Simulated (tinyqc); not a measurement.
Worked calculation: quantum-confined Stark effect in a modulator well. Values are carried at full precision from step to step, so a last printed digit may differ when a step is redone from the rounded ones.

Constants: hbar^2/2m0 = 3.80998211 eV angstrom^2; e^2/(4 pi eps0) = 14.39964547 eV angstrom; hc = 1239.841984 eV nm.

Values chosen for the exercise (near those of a Ge well in SiGe, direct gap; shifted at random, so the results belong to these values and not to a real crystal): L = 124 angstrom (well width); me = 0.0412 m0 (electron, well); mh = 0.208 m0 (heavy hole along z, well); F = 46 kV/cm (field); Vc = 0.407 eV (conduction offset); Vv = 0.118 eV (heavy-hole offset); meb = 0.0544 m0 (electron, barrier); mhb = 0.225 m0 (heavy hole, barrier); Eg = 0.838 eV (gap of the well); mp = 0.066 m0 (heavy hole in the plane); eps = 15.7 (dielectric constant); dE = 8 meV (operating point below the zero-field line); G = 4 meV (half width of the exciton line).

## Estimate for hard walls

Second order: each level moves by -C m (e F)^2 L^4/(2c), C = (15/pi^2 - 1)/(24 pi^2), c = hbar^2/2m0, 1 kV/cm = 1e-5 eV/angstrom. It holds while e F L is no more than about twice 3 c pi^2/(m L^2).

Estimate:
```
carrier,shift (meV),e F L over the level spacing
electron,-0.59,0.32
heavy hole,-3.00,1.62
```

The hole, 5.0 times heavier, carries 83 % of the estimated shift; for hard walls second order errs by about 2 % at a ratio of 1 and 13 % at 3.

## Levels and envelopes

Envelopes on cells of 0.5 angstrom over the well |z| < L/2 and 45 angstrom of barrier on each side, psi = 0 beyond, psi'/m continuous (mean mass between points), c = hbar^2/2m0. The electron sees + e F z and the hole - e F z, each with its offset in the barriers; 1 kV/cm = 1e-5 eV/angstrom. Light holes, band mixing and escape by tunnelling are left out.

Ground levels, squared overlap and separation <z>_h - <z>_e without and with the field.

Results:
```
F (kV/cm),E_e (meV),E_h (meV),overlap^2,separation (angstrom)
0,36.21,8.02,0.998,0.0
46,34.58,2.05,0.713,30.6
```

The electron level moves by -1.63 meV (2.8 times the hard-wall estimate, since it leaks into the barriers and sees a wider well) and the hole level by -5.97 meV (1.99 times).

## Exciton

Exciton: in-plane function exp(-rho/lam), 1/mu = 1/me + 1/mp, E(lam) = c/(mu lam^2) - (q/eps) times the integral over k of Fm(k)(1 + (k lam/2)^2)^(-3/2), Fm(k) the double integral of psi_e^2 psi_h^2 exp(-k |z - z'|), q = e^2/(4 pi eps0); binding Eb = -E at the minimum. Line at Eg + E_e + E_h - Eb, strength proportional to overlap^2/lam^2.

Minimise over lam without and with the field.

Results:
```
F (kV/cm),lam (angstrom),Eb (meV),line (eV),nm,overlap^2/lam^2 (1e-4/angstrom^2)
0,237.4,3.68,0.8786,1411.2,0.1771
46,250.4,3.45,0.8712,1423.2,0.1138
```

The weaker binding gives back 0.23 meV of the red shift, leaving 7.4 meV; the strength falls to 64 %.

## Contrast at the operating point

With a Gaussian line of half width G, the absorption at E_op = line(0) - dE is proportional to strength x exp(-ln2 ((E_op - line)/G)^2); continuum absorption is left out. Give it at both fields, relative to the zero-field peak.

E_op = 0.8706 eV
wavelength = 1424.2 nm

absorption without and with the field: 0.062  0.63

The field changes the absorption by +0.57 of the zero-field peak. The zero-field tail still absorbs here, since dE is no more than 2G, which costs insertion loss.

## Checks

- Zero-field levels against the matching condition of the square well, meV: largest difference 3.8e-02.
- Slope d(E_e + E_h)/dF against minus the separation (Hellmann-Feynman), angstrom: both -30.6.

Computed by tinyqc, a small Python program: `OMP_NUM_THREADS=1 python tinyqc.py 1280675 1280676 out.jsonl` (the numbers bound the seed that draws the inputs); one thread of a shared host (Intel(R) Xeon(R) Processor @ 2.30GHz), about 0.2 s for the whole set of steps.
